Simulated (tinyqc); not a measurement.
Reverse leakage of an n+-p junction: diffusion, generation, trap-assisted and band-to-band tunnelling: two steps of the calculation.

One-sided abrupt junction in the depletion approximation, x from the junction (0) to W on the p side, field F = F0 (1 - x/W). Flat quasi-Fermi levels, long p side. Traps generate through SRH with both lifetimes shortened by 1 + Gamma (Hurkx enhancement, form for moderate fields); band-to-band generation is local and needs a total bending above Eg.

Parameters, values chosen for the exercise; band and dielectric values close to those of silicon:
- T = 358 K (temperature)
- Eg = 1.1 eV (band gap)
- eps_r = 11.6 (relative permittivity)
- Nc = 3.6e19 cm^-3 (conduction-band density of states at T)
- Nv = 3.44e19 cm^-3 (valence-band density of states at T)
- Na = 6.3e16 cm^-3 (acceptor density of the lighter side)
- Nd = 1e19 cm^-3 (donor density of the heavier side)
- tau = 9e-6 s (SRH lifetime of both carriers at zero field)
- Et = 0 eV (trap level above the intrinsic level)
- mt = 0.23 m0 (tunnelling mass)
- Dn = 18 cm^2/s (electron diffusion coefficient on the lighter side)
- Ab = 3.6e14 cm^-0.5 V^-2.5 s^-1 (band-to-band prefactor)
- Bb = 1.81e7 V/cm (band-to-band field constant)
- VR = 1 V (reverse bias)

Constants: q = 1.602176634e-19 C, kB = 1.380649e-23 J/K, hbar = 1.054571817e-34 J s, m0 = 9.1093837015e-31 kg, Vt = kB T/q, eps0 = 8.8541878128e-14 F/cm where lengths are in cm. Results are converted to the units shown.

Task 1. Field, scales and diffusion current. ni = sqrt(Nc Nv) exp(-Eg/(2 Vt)), Eg in volts; Vbi = Vt ln(Na Nd/ni^2); W = sqrt(2 eps0 eps_r (Vbi + VR)/(q Na)); F0 = 2 (Vbi + VR)/W; FG = sqrt(24 mt m0 (kB T)^3)/(q hbar); J_diff = q ni^2 sqrt(Dn/tau)(1 - exp(-VR/Vt))/Na.

Give: ni; Vbi; W; F0; FG; J_diff.

Result 1.

ni = 6.364e11 cm^-3
Vbi = 0.8660 V
W = 194.9 nm
F0 = 191.5 kV/cm
FG = 461.2 kV/cm
J_diff = 1.457e-9 A/cm^2

Task 2. Generation rates across the layer. u = (Vbi + VR)(1 - x/W)^2, p = Na exp(-u/Vt), n = Nd exp((u - Vbi - VR)/Vt); G0 = ni^2 (1 - exp(-VR/Vt))/(tau (n + p + 2 ni cosh(Et/Vt))); Gamma = 2 sqrt(3 pi)(F/FG) exp((F/FG)^2); trap-assisted part G0 Gamma; G_bb = Ab F^2.5 exp(-Bb/F) with F in V/cm, zero unless Vbi + VR > Eg, and counted as zero under 1 cm^-3 s^-1. 13 equal steps.

ni = 6.3643564e11 cm^-3
Vbi = 0.86604520 V
W = 194.87403 nm
F0 = 191.51297 kV/cm
FG = 461.18688 kV/cm

Give: x; F; Gamma; G0; G0 Gamma; G_bb.

Result 2.

```
point  x (nm)  F (kV/cm)    Gamma  G0 (cm^-3 s^-1)  G0 Gamma (cm^-3 s^-1)  G_bb (cm^-3 s^-1)
0        0.00     191.51   3.0295         4.5006e9              1.3635e10             0.0000
1       14.99     176.78   2.7261        3.4582e13              9.4273e13             0.0000
2       29.98     162.05   2.4409        2.7804e16              6.7867e16             0.0000
3       44.97     147.32   2.1720        3.5352e16              7.6785e16             0.0000
4       59.96     132.59   1.9173        3.5358e16              6.7789e16             0.0000
5       74.95     117.85   1.6749        3.5357e16              5.9221e16             0.0000
6       89.94     103.12   1.4433        3.5315e16              5.0970e16             0.0000
7      104.93      88.39   1.2208        3.1414e16              3.8351e16             0.0000
8      119.92      73.66   1.0060        4.7556e15              4.7840e15             0.0000
9      134.91      58.93  0.79743        2.1791e14              1.7377e14             0.0000
10     149.90      44.20  0.59382        1.7892e13              1.0625e13             0.0000
11     164.89      29.46  0.39386        2.9899e12              1.1776e12             0.0000
12     179.88      14.73  0.19633        1.0218e12              2.0060e11             0.0000
13     194.87       0.00        0        7.1436e11                      0             0.0000
```

Program tinyqc, `OMP_NUM_THREADS=1 python tinyqc.py 2290156 2290157 out.jsonl`; Intel Xeon 2.30GHz, shared host, one thread, about 0.01 s.
